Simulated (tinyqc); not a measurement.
# Frequency dispersion of an accumulation capacitance by border traps, distributed model: two studies

Traps spread evenly through the insulator exchange electrons with the semiconductor by tunnelling, with tau(x) = t0 exp(2 ka x) at depth x from the interface. The admittance per area Y seen at depth x obeys dY/dx = -Y^2/(i w eps0 eox) + q Nb ln(1 + i w tau)/tau, with Y(0) = i w Cs and w = 2 pi f; the gate sees Y(tox) = G + i w C. Working variable y = Y/(i w), in uF/cm^2. Cox = eps0 eox/tox.

Values chosen for this exercise; permittivity close to that of aluminium oxide: relative permittivity of the insulator eox = 8.79; insulator thickness tox = 5.1 nm; semiconductor capacitance in accumulation Cs = 0.8 uF/cm^2; density of border traps Nb = 1e20 cm^-3 eV^-1; decay constant of the wave function in the insulator ka = 3.8 1/nm; time constant of a trap at the interface t0 = 4e-10 s; frequency f = 1000 Hz.

Constants: q = 1.602176634e-19 C, eps0 = 8.8541878128e-14 F/cm where lengths are in cm. Results are converted to the units shown.

Each table varies one quantity; the others keep the values above.

## Capacitance and loss against frequency

Cox; trap-free value 1/(1/Cox + 1/Cs); response depth d = ln(1/(w t0))/(2 ka), where w tau = 1; lumped estimate: all traps within d act as C_bt = q Nb d placed at d/2, so C = 1/{1/[1/(1/Cs + d/(2 eps0 eox)) + C_bt] + (tox - d/2)/(eps0 eox)}. C and G from a fine integration; dispersion -d C/d log10 f over C, from f times and over 1.1. For a broad spread of time constants G/w is close to -(pi/2) dC/d ln w.

The same in every row: trap-free C (uF/cm^2) = 0.5249.

Results:
```
f (Hz)	d (nm)	C (uF/cm^2)	G/w (uF/cm^2)	dispersion (% a decade)	-(pi/2) dC/d ln w (uF/cm^2)	lumped C (uF/cm^2)
10	2.303	1.506	0.07927	7.684	0.07894	1.362
1000	1.697	1.289	0.07098	8.037	0.07065	1.196
10000	1.394	1.186	0.07002	8.605	0.06963	1.109
1e5	1.091	1.083	0.07156	9.615	0.07106	1.016
1e6	0.7877	0.9762	0.07639	11.37	0.07569	0.9115
1e7	0.4847	0.8591	0.08574	14.54	0.08519	0.7897
```

Estimate the missing row, f = 100 Hz.

Computed row:
```
f (Hz)	d (nm)	C (uF/cm^2)	G/w (uF/cm^2)	dispersion (% a decade)	-(pi/2) dC/d ln w (uF/cm^2)	lumped C (uF/cm^2)
100	2.000	1.394	0.07410	7.757	0.07378	1.280
```

With this row back in the table: C falls from 1.506 to 0.8591 uF/cm^2, towards the trap-free 0.5249; each decade of frequency removes ln 10/(2 ka) = 0.303 nm from the response depth. The dispersion rises from 7.68 to 14.5 % a decade and G/w goes from 0.0793 through a minimum of 0.0700 (at f = 10000 Hz among the rows listed) to 0.0857 uF/cm^2. G/w lies between 1.00 and 1.01 times -(pi/2) dC/d ln w, the relation for a broad spread of time constants.

## Effect of the density of border traps

Same model as above.

The same in every row: d (nm) = 1.697; trap-free C (uF/cm^2) = 0.5249.

Effect of the density of border traps:
```
Nb (cm^-3 eV^-1)	C (uF/cm^2)	G/w (uF/cm^2)	dispersion (% a decade)	-(pi/2) dC/d ln w (uF/cm^2)	lumped C (uF/cm^2)
1e18	0.5399	0.001980	0.5375	0.001980	0.5385
2e18	0.5546	0.003898	1.030	0.003896	0.5519
6e18	0.6107	0.01099	2.637	0.01098	0.6029
1e19	0.6627	0.01727	3.816	0.01725	0.6499
3e19	0.8754	0.03989	6.667	0.03981	0.8397
7e19	1.152	0.06246	7.916	0.06223	1.081
2e20	1.552	0.08377	7.864	0.08324	1.412
4e20	1.777	0.09356	7.666	0.09291	1.581
```

As Nb goes from 1e18 to 4e20, C rises from 0.540 to 1.78 uF/cm^2, the dispersion goes from 0.538 through a maximum of 7.92 (at Nb = 7e19 among the rows listed) to 7.67 % a decade and G/w rises from 0.00198 to 0.0936 uF/cm^2. The lumped estimate is 0.24 % below C in the first row and 11 % below it in the last. The dispersion goes as Nb^(0.94) between the first two rows and Nb^(-0.04) between the last two: dense traps near the interface screen those behind them.

Program tinyqc, `OMP_NUM_THREADS=1 python tinyqc.py 2202151 2202152 out.jsonl`; Intel Xeon 2.30GHz, shared host, one thread, about 0.4 s.
